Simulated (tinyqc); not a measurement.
Special k points of the square lattice: one step. Irreducible points and weights. Four cases, with inputs chosen for the exercise.

Question. Join points that an operation carries into one another (modulo reciprocal vectors); list each class by its first point in the order of (j1, j2, ...).

Lattice vectors in units of a: a1 = (1, 0), a2 = (0, 1); reciprocal vectors b_i with a_i . b_j = 2 pi delta_ij. Mesh: k = sum_i f_i b_i with f_i = (2 j_i + shift)/(2 N), j_i = 0 .. N-1. The point group of the lattice has 8 operations; only those that map the mesh onto itself are used.

Case 1.

Values chosen: N = 9 (points along each reciprocal vector); shift = 0 (half steps).

Case 2.

Values chosen: N = 3 (points along each reciprocal vector); shift = 0 (half steps).

Case 3.

Values chosen: N = 4 (points along each reciprocal vector); shift = 0 (half steps).

Case 4.

Values chosen: N = 6 (points along each reciprocal vector); shift = 1 (half steps).

Give: Irreducible points; operations that keep the mesh; irreducible points.

Answer.

Case 1.

Irreducible points:
```
f1          f2  weight
0.0000  0.0000       1
0.0000  0.1111       4
0.0000  0.2222       4
0.0000  0.3333       4
0.0000  0.4444       4
0.1111  0.1111       4
0.1111  0.2222       8
0.1111  0.3333       8
0.1111  0.4444       8
0.2222  0.2222       4
0.2222  0.3333       8
0.2222  0.4444       8
0.3333  0.3333       4
0.3333  0.4444       8
0.4444  0.4444       4
```

operations that keep the mesh = 8
irreducible points = 15

The weights add up to 81 = N^2; symmetry saves a factor 5.4.

Case 2.

Irreducible points:
```
f1          f2  weight
0.0000  0.0000       1
0.0000  0.3333       4
0.3333  0.3333       4
```

operations that keep the mesh = 8
irreducible points = 3

The weights add up to 9 = N^2; symmetry saves a factor 3.0.

Case 3.

Irreducible points:
```
f1          f2  weight
0.0000  0.0000       1
0.0000  0.2500       4
0.0000  0.5000       2
0.2500  0.2500       4
0.2500  0.5000       4
0.5000  0.5000       1
```

operations that keep the mesh = 8
irreducible points = 6

The weights add up to 16 = N^2; symmetry saves a factor 2.7.

Case 4.

Irreducible points:
```
f1          f2  weight
0.0833  0.0833       4
0.0833  0.2500       8
0.0833  0.4167       8
0.2500  0.2500       4
0.2500  0.4167       8
0.4167  0.4167       4
```

operations that keep the mesh = 8
irreducible points = 6

The weights add up to 36 = N^2; symmetry saves a factor 6.0.

Computed by tinyqc, one run a case: `OMP_NUM_THREADS=1 python tinyqc.py N N+1 out.jsonl` with N = 1650372, 1651168, 1651424, 1651483; one thread of a shared Intel(R) Xeon(R) Processor @ 2.30GHz, about 0.1 s a run at most.
